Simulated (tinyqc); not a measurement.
# Double-gate transistor, scale length and short-channel effects: two studies

A body of thickness ts between two insulators of thickness ti and two tied gates. Below threshold the potential that source and drain add obeys Laplace's equation and vanishes on the gate. Its lowest mode decays along the channel as exp(-k y); k is the smallest positive root of the matching condition at the interface, and the scale length is Lambda = pi/k.

Inputs (values chosen for the exercise); permittivities: semiconductor close to that of germanium, insulator close to that of aluminium oxide: temperature T = 300 K; relative permittivity of the semiconductor eps_r = 16.2; relative permittivity of the insulator ei = 8.88; insulator thickness ti = 1.9 nm; body thickness ts = 9.8 nm; channel length L = 38 nm; potential of the source Vbi = 0.92 V; potential of the barrier top at threshold sT = 0.54 V; drain voltage Vds = 0.7 V.

Constants: q = 1.602176634e-19 C, kB = 1.380649e-23 J/K, Vt = kB T/q. Results are converted to the units shown.

Each table varies one quantity; the others keep the values above.

## Effect of the channel length

k is the smallest positive root of f(k) = ei cos(k ti) cos(k ts/2) - eps_r sin(k ti) sin(k ts/2). Along the channel psi(y) = s + a exp(y/l) + b exp(-y/l) with psi(0) = Vbi, psi(L) = Vbi + Vds and l = 1/k = Lambda/pi; with A = Vbi - s, B = A + Vds, x = exp(-L/l): a = (B - A x) x/(1 - x^2), b = (A - B x)/(1 - x^2). The minimum is s + 2 sqrt(a b), at y = (l/2) ln(b/a). The long-channel potential follows the gate as s = sT + (Vg - VTL)/m, and the threshold VT is the gate voltage at which the minimum equals sT. Swing = m Vt ln 10/g at threshold, g = d(minimum)/ds = 1 - (b x + a)/((1 + x) sqrt(a b)). DIBL = [VT(0.05 V) - VT(Vds)]/(Vds - 0.05 V). sT and Vbi are held fixed; m = 1.

The same in every row: Lambda (nm) = 16.12.

Result of one run:

| L (nm) | L/Lambda | VT - VTL at Vds = 0.05 V (mV) | VT - VTL at Vds (mV) | DIBL (mV/V) | swing (mV/decade) |
|---|---|---|---|---|---|
| 21 | 1.302 | -137.9 | -224.6 | 133.4 | 82.08 |

What becomes of these results when the channel length L is changed from 21 to 43 nm, all else the same?

Result of the changed run:

| L (nm) | L/Lambda | VT - VTL at Vds = 0.05 V (mV) | VT - VTL at Vds (mV) | DIBL (mV/V) | swing (mV/decade) |
|---|---|---|---|---|---|
| 43 | 2.667 | -12.64 | -20.11 | 11.49 | 61.64 |

The whole series:

| L (nm) | L/Lambda | VT - VTL at Vds = 0.05 V (mV) | VT - VTL at Vds (mV) | DIBL (mV/V) | swing (mV/decade) |
|---|---|---|---|---|---|
| 18 | 1.116 | -204.9 | -335.9 | 201.6 | 92.83 |
| 21 | 1.302 | -137.9 | -224.6 | 133.4 | 82.08 |
| 25 | 1.550 | -85.04 | -137.5 | 80.74 | 73.53 |
| 30 | 1.861 | -48.58 | -78.02 | 45.29 | 67.58 |
| 36 | 2.233 | -25.76 | -41.15 | 23.67 | 63.82 |
| 43 | 2.667 | -12.64 | -20.11 | 11.49 | 61.64 |
| 51 | 3.163 | -5.701 | -9.052 | 5.156 | 60.48 |
| 61 | 3.783 | -2.133 | -3.384 | 1.923 | 59.88 |
| 73 | 4.527 | -0.6604 | -1.047 | 0.5945 | 59.64 |

From L = 18 to 73 nm, DIBL falls from 202 to 0.595 mV/V and the swing falls from 92.8 to 59.6 mV a decade (long-channel value 59.5). Between the last two rows the threshold shift at Vds decays with a length of 10.2 nm, against 2 Lambda/pi = 10.3 nm for a shift that goes as exp(-pi L/(2 Lambda)). DIBL first drops below 100 mV/V at L = 25 nm among the rows, L/Lambda = 1.6. For L = 18 to 21 nm L is under 1.5 Lambda, where higher modes, left out of the one-mode potential, count.

## Effect of the drain voltage

Same model as above.

The same in every row: Lambda (nm) = 16.12; L/Lambda = 2.357.

Effect of the drain voltage:

| Vds (V) | VT - VTL at Vds (mV) | DIBL (mV/V) | swing (mV/decade) |
|---|---|---|---|
| 0.2 | -24.38 | 22.72 | 62.68 |
| 0.35 | -27.39 | 21.40 | 62.77 |
| 0.5 | -30.13 | 20.34 | 62.88 |
| 0.65 | -32.65 | 19.46 | 62.99 |
| 0.8 | -35.01 | 18.71 | 63.10 |
| 0.95 | -37.23 | 18.07 | 63.21 |
| 1.1 | -39.34 | 17.50 | 63.32 |

Read the table: what changes, and by how much?

As Vds goes from 0.2 to 1.1 V, Lambda stays at 16.1 nm, DIBL falls from 22.7 to 17.5 mV/V and the swing rises from 62.7 to 63.3 mV a decade.

tinyqc, about 0.03 s, one thread, Intel Xeon 2.30GHz (shared host): `OMP_NUM_THREADS=1 python tinyqc.py 2420045 2420046 out.jsonl`
